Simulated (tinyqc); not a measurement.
Shallow donor in an anisotropic valley (effective-mass theory): one step. The minimum. Two cases, with inputs chosen for the exercise.

Problem. Minimise over a and b. The Mott estimate n_c = (0.25/a_m)^3 uses a_m = (a^2 b)^(1/3); 1/angstrom^3 = 1e24/cm^3.

One valley: H = -c [(d2/dx2 + d2/dy2)/mt + (d2/dz2)/ml] - q/(eps r), c = hbar^2/2m0, q = e^2/(4 pi eps0). Trial function exp(-sqrt((x^2 + y^2)/a^2 + z^2/b^2)) with a > b: T = (c/3)(2/(mt a^2) + 1/(ml b^2)), V = -(q/eps) atan(u/b)/u, u = sqrt(a^2 - b^2). The central cell of the impurity is left out.

Constants: hbar^2/2m0 = 3.80998211 eV angstrom^2; e^2/(4 pi eps0) = 14.39964547 eV angstrom.

Case 1.

Values chosen (out of a larger set: near those of Ge; not measured data): ml = 1.566 m0 (longitudinal mass); mt = 0.085 m0 (transverse mass); eps = 15.5 (dielectric constant).

Case 2.

Values chosen (out of a larger set: near those of a group-V donor in Si; not measured data): ml = 0.925 m0 (longitudinal mass); mt = 0.192 m0 (transverse mass); eps = 11.4 (dielectric constant).

Give: a; b; E; a_m; n_c.

Solution.

Case 1.

a = 60.33 angstrom
b = 21.78 angstrom
E = -9.919 meV
a_m = 42.96 angstrom
n_c = 0.197 x 1e18/cm^3

b/a = 0.361. The binding energy is 2.061 times Ry*(mt). The central cell of a real donor shrinks the orbit and raises n_c.

Case 2.

a = 23.51 angstrom
b = 13.50 angstrom
E = -31.476 meV
a_m = 19.54 angstrom
n_c = 2.09 x 1e18/cm^3

b/a = 0.574. The binding energy is 1.566 times Ry*(mt). The central cell of a real donor shrinks the orbit and raises n_c (3.7 x 1e18/cm^3 for P in Si).

Computed by tinyqc, one run a case: `OMP_NUM_THREADS=1 python tinyqc.py N N+1 out.jsonl` with N = 1250916, 1251044; one thread of a shared Intel(R) Xeon(R) Processor @ 2.30GHz, about 0.01 s a run at most.
